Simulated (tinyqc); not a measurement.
Threshold-voltage variability of a planar MOSFET, analytic estimates: one step of the calculation.

Three independent sources add in quadrature: random dopants in the depleted layer, metal-gate grains of two orientations, and roughness of the two gate edges acting through the roll-off VT = VT(long) - Vr exp(-L/l). These are first-order estimates: no three-dimensional electrostatics, no percolation.

Question. Metal grains and edge roughness. Grains: Ng = L W/G^2 (at least 1), s2 = dW sqrt(p (1 - p)/Ng). Edges, with exponential correlation and u = W/La: the mean gate length has sL^2 = 2 De^2 (2/u)[1 - (1 - exp(-u))/u]; s3 = sL (Vr/l) exp(-L/l).

Parameters, values chosen for the exercise; material values close to those of silicon: gate length L = 25 nm; gate width W = 97 nm; metal grain size G = 4 nm; work-function difference of the two grain orientations dW = 0.2 eV; share of the orientation of higher work function p = 0.6; rms roughness of one gate edge De = 1.3 nm; correlation length of the roughness La = 15 nm; decay length of the threshold roll-off l = 6 nm; prefactor of the roll-off Vr = 2.5 V.

Find: Ng; s2; sL; dVT/dL; s3.

Answer.

Ng = 151.56
s2 = 7.9587 mV
sL = 0.94019 nm
dVT/dL = 6.4599 mV/nm
s3 = 6.0736 mV

tinyqc, about 0.01 s, one thread, Intel Xeon 2.30GHz (shared host): `OMP_NUM_THREADS=1 python tinyqc.py 2090028 2090029 out.jsonl`
